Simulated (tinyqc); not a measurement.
# From one set of inputs to another, one input at a time

Model: four-point probe, van der Pauw, Hall and spreading-resistance readings of a semiconductor layer. Computed by tinyqc, a small Python program. Command: `OMP_NUM_THREADS=1 python tinyqc.py 3113697 3113698 out.jsonl probe ladder`. One thread of a shared host (Intel(R) Xeon(R) Processor @ 2.30GHz), about 0.01 s of CPU time with the checks.

The layer is uniform and ohmic; contacts are points unless a radius is given.

The inputs printed are set A. Set A is modelled on p-type silicon; the values taken over come from a set modelled on n-type silicon. Inputs not listed in the table keep their values of set A, so the rows need not describe a real material.

Inputs (values chosen for the exercise, modelled on p-type silicon): carrier density n = 1.4e+17 1/cm^3; drift mobility mu = 209 cm^2/(V s); layer thickness t = 560 micrometre; probe spacing s = 0.5 mm; current I = 0.06 mA; magnetic field B = 1 T; Hall factor r_H = 0.71.

Backing of the layer: insulating.

Constants: e = 1.602176634e-19 C.

Method:
- rho = 1/(e n mu); R_s = rho/t.
- Collinear probes with equal spacing on a layer with insulating backing: images at depth 2 m t give V = (rho I/(2 pi s)) G, G = 1 + 4 sum_(m>=1) [1/sqrt(1 + (2 m u)^2) - 1/sqrt(4 + (2 m u)^2)], u = t/s; the sum runs to m = 20000, with the tail 3/(32 u^3 M^2) added to the sum for M = 20000.
- Limits: thick, rho = 2 pi s V/I; thin on an insulator, rho = (pi/ln 2) t V/I.
- V_H = r_H I B/(e n t); apparent density n/r_H; Hall mobility r_H mu; Hall angle tan = r_H mu B (SI).

Each row keeps all changes above it:
```
input moved                        from       to  voltage V (mV)  rho by the thin formula (ohm cm)  Hall voltage (mV)
set A                                 -        -      5.6778e-02                             0.240         3.3914e-03
probe spacing s (mm)                0.5    0.635      5.3084e-02                             0.225         3.3914e-03
magnetic field B (T)                  1     0.87      5.3084e-02                             0.225         2.9505e-03
current I (mA)                     0.06        2      1.7695e+00                             0.225         9.8352e-02
carrier density n (1/cm^3)      1.4e+17  6.1e+14      4.0611e+02                            51.538         2.2572e+01
drift mobility mu (cm^2/(V s))      209     1450      5.8536e+01                             7.429         2.2572e+01
layer thickness t (micrometre)      560       15      2.0759e+03                             7.057         8.4271e+02
```

Which inputs carry the difference?

Voltage V goes from 0.0568 to 2080, a factor 36600 in all. The largest single move comes from carrier density n (a factor 230), and drift mobility mu works against it (a factor 0.144). rho by the thin formula goes from 0.240 to 7.06, a factor 29.4 in all. The largest single move comes from carrier density n (a factor 230), and drift mobility mu works against it (a factor 0.144). Hall voltage goes from 0.00339 to 843, a factor 248000 in all. The largest single move comes from carrier density n (a factor 230). The single moves hold for this order of the switches; the total does not depend on the order.

Caution (rows carrier density n, layer thickness t): at such a voltage heating and injection at the probes disturb real readings; a smaller current would be used.

Extremes, crossings and ranges named in words are read from the listed rows.
